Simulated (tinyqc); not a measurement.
Strain and the order of the valence edges: six-band k.p model of the valence band of a wurtzite crystal.

At k = 0: E1 = D1c + D2c + Te + Le (pure HH); E2, E3 = Le + u +/- sqrt(u^2 + 2 D3c^2), u = (D1c - D2c + Te)/2, D1c = Dcr, D2c = D3c = Dso/3. The weight of LH in state 2 is fL = (E2 - Le)^2/((E2 - Le)^2 + 2 D3c^2). Relative strengths of transitions to the conduction band: for E perpendicular to c (TE) 1/2, fL/2, (1 - fL)/2; for E along c (TM) 0, 1 - fL, fL, with one momentum element for both directions.

Strain of a c-plane layer: exx = eyy = e_par, ezz = -2 (C13/C33) e_par; Le = D1 ezz + D2 (exx + eyy), Te = D3 ezz + D4 (exx + eyy).

Conduction edge: Ec = (top of the unstrained valence band) + Eg + (a1 + D1) ezz + (a2 + D2)(exx + eyy).
Constants: kB = 8.617333262e-05 eV/K.

Values chosen for the exercise (near those of AlGaN; not measured data): Dcr = -0.09 eV (crystal-field splitting); Dso = 0.0177 eV (spin-orbit splitting); Eg = 5.3 eV (direct gap at Gamma from the top of the unstrained valence band); a1 = -4.09 eV (gap potential along c); a2 = -11.15 eV (gap potential in the plane); D1 = -12.23 eV; D2 = 6.74 eV; D3 = 8.24 eV; D4 = -3.87 eV; C13 = 111 GPa; C33 = 393 GPa; T = 400 K (temperature).

Edges from the unstrained top. Degree of polarisation (TE - TM)/(TE + TM), each state weighted by exp(E/kT) alone (equal densities of states).

Results:
```
e_par (%)  E1 (meV)  E2 (meV)  E3 (meV)     fL  lowest transition (eV)  polarisation
-0.80        -148.8    -153.7    -170.7  0.596                  5.4456         0.130
-0.60        -132.8    -120.2    -147.4  0.105                  5.4178        -0.220
-0.40        -116.8     -80.8    -130.1  0.030                  5.3792        -0.522
-0.20        -100.8     -40.5    -113.6  0.013                  5.3397        -0.732
0.00          -84.8       0.0     -97.3  0.007                  5.3000        -0.858
0.20          -68.8      40.6     -81.2  0.005                  5.2602        -0.927
0.40          -52.8      81.3     -65.1  0.003                  5.2203        -0.963
0.60          -36.9     122.0     -49.1  0.002                  5.1804        -0.981
0.80          -20.9     162.7     -33.0  0.002                  5.1404        -0.990
```

E1 = E2 requires Dcr + Te = 0, which here falls at e_par = -0.73 %, inside the sweep: state 1 is on top for smaller e_par and state 2 beyond. The polarisation goes from +0.13 to -0.99 and changes sign between -0.80 and -0.60 %; the lowest transition moves by -191 meV per 1 % on average.

Run: tinyqc, `OMP_NUM_THREADS=1 python tinyqc.py 1050804 1050805 out.jsonl`; Intel(R) Xeon(R) Processor @ 2.30GHz, one thread, shared host; about 0.01 s of CPU time with all checks.
